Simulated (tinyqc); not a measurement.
# Worked calculation: junction field-effect transistor with two gates, gradual channel with velocity saturation

Computed by the program tinyqc: `OMP_NUM_THREADS=1 python tinyqc.py 2500017 2500018 out.jsonl`, one thread of a shared Intel Xeon 2.30GHz, about 0.06 s for the whole run. Printed values are rounded.

A uniformly doped n-type channel, depleted from both sides by p+ gates; at channel potential V the depleted share of a is u = sqrt((Vbi - Vg + V)/Vp), s at the source. Electrons drift with v = mu E/(1 + mu E/vsat). Abrupt depletion edge, no series resistance, source at 0.

Inputs (values chosen for the exercise); material values close to those of indium phosphide: temperature T = 350 K; relative permittivity of the semiconductor eps_r = 12.3; conduction-band density of states at T Nc = 7.11e17 cm^-3; band gap Eg = 1.36 eV; valence-band density of states at T Nv = 1.39e19 cm^-3; donor density of the channel Nd = 2.9e17 cm^-3; half the channel thickness a = 110 nm; low-field mobility at this doping mu = 2200 cm^2/(V s); saturation velocity vsat = 1.3e7 cm/s; gate length L = 0.3 um; gate width W = 300 um; acceptor density of the gates Na = 1.6e18 cm^-3; gate voltage Vg = -0.4 V; drain voltage Vd = 0.22 V.

Constants: q = 1.602176634e-19 C, kB = 1.380649e-23 J/K, Vt = kB T/q, eps0 = 8.8541878128e-14 F/cm where lengths are in cm. Results are converted to the units shown.

Range of the model: The donor density is not small against Nc, so the Boltzmann form of the built-in voltage is rough.

## Built-in and pinch-off voltages

ni = sqrt(Nc Nv) exp(-Eg/(2 Vt)), Eg in volts; Vbi = Vt ln(Na Nd/ni^2); Vp = q Nd a^2/(2 eps0 eps_r); G0 = 2 q mu Nd a W/L; Z = mu Vp/(vsat L); s = sqrt((Vbi - Vg)/Vp). VT = Vbi - Vp.

Vbi = 1.267748 V
Vp = 2.581130 V
VT = -1.313382 V
G0 = 2248.815 mS
Z = 14.56022
s = 0.8038227

Z = 14.6: velocity saturation dominates.

## Current below saturation

u = sqrt((Vbi - Vg + Vd)/Vp). I = (G0 Vp/3) F/(1 + Z (u^2 - s^2)), F = 3 (u^2 - s^2) - 2 (u^3 - s^3), with u at V = Vd; Z = 0 gives constant mobility, for which u stops at 1.

u = 0.8551988
F = 0.04352662
I for Z = 0 = 84.21654 mA
I = 37.57946 mA

The falling mobility lowers the current by 55.4 %.

## Iteration 1: the saturation point by Newton steps

u at the start = 0.804

a is the channel (half-)thickness, Vp its pinch-off voltage and Z = mu Vp/(vsat L); an iterate with u > 1 is an overshoot, not a physical state. f = (1 - u)(1 + Z (u^2 - s^2)) - Z F/3, F = 3 (u^2 - s^2) - 2 (u^3 - s^3); f' = -(1 + Z (u^2 - s^2)); u(new) = u - f/f'.

f = 0.1959996
f' = -1.004150
u after iteration 1 = 0.9991896

## Iteration 2: the saturation point by Newton steps

As before.

f = -0.4820953
f' = -6.128823
u after iteration 2 = 0.9205293

## Course of the iteration: the saturation point by Newton steps

Stop when u changes by less than 1e-10, or after 60 iterations.

Course of the iteration:

| iteration | u | \|change\| |
|---|---|---|
| 1 | 0.9991896 | 0.195 |
| 2 | 0.9205293 | 0.0787 |
| 3 | 0.8982259 | 0.0223 |
| 4 | 0.8962456 | 1.98e-3 |
| 5 | 0.8962300 | 1.56e-5 |
| 6 | 0.8962300 | 9.65e-10 |
| 7 | 0.8962300 | < 1e-13 |

Converged in 7 iterations. At the end the number of correct digits about doubles with each step.

## Saturation voltage, current and transconductance

um = 0.8962300

Vdsat = Vp (um^2 - s^2); Isat = (G0 Vp/Z)(1 - um), which is 2 q Nd vsat a W (1 - um); gm = G0 (um - s)/(1 + Z (um^2 - s^2)). For Z = 0: Vdsat = Vp (1 - s^2), Isat = (G0 Vp/3)(1 - 3 s^2 + 2 s^3), gm = G0 (1 - s).

Vdsat = 0.4054884 V
Isat = 41.36828 mA
gm = 63.21370 mS
Vdsat for Z = 0 = 0.9133820 V
Isat for Z = 0 = 194.1728 mA
gm for Z = 0 = 441.1664 mS

The current saturates with 10.4 % of the channel still open at the drain, at 0.213 of the constant-mobility current.
